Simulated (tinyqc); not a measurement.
Finnis-Sinclair potential for a bcc metal: fit to cohesion and elasticity, then vacancy, surfaces and structure: one step, computed by the program tinyqc. Command: `OMP_NUM_THREADS=1 python tinyqc.py 3110513 3110514 out.jsonl fsfit walk`. One thread of a shared host (Intel(R) Xeon(R) Processor @ 2.30GHz), about 0.01 s of CPU time with the checks.

E = (1/2) sum V(r) - A sqrt(rho), rho = sum phi(r), phi = (r - d)^2 for r < d, V = (r - c)^2 (c0 + c1 r + c2 r^2) for r < c. In bcc the 8 first neighbours lie at sqrt(3) a/2 and the 6 second at a; both cut-offs lie below the third shell; Omega = a^3/2; E is per atom and z the number of atoms in a shell. The four constants A, c0, c1, c2 are fitted to E_c, zero pressure, B and C12 - C44 alone, so C44 and C11 - C12 are not matched singly; defects are unrelaxed.

Task: Solution. Solve the three equations.

matrix, rows cohesion, pressure, bulk modulus, columns c0, c1, c2:
```
[[0.9620, 2.6419, 7.2574],
 [-11.8881, -30.4528, -77.8100],
 [120.2067, 288.7792, 698.8360]]
```

right-hand side (eV): [1.3695, -20.0298, 278.2238]

Give: c0, c1, c2.

Result:

c0, c1, c2 (eV/angstrom^2, eV/angstrom^3, eV/angstrom^4): [28.0, -18.2, 3.1]
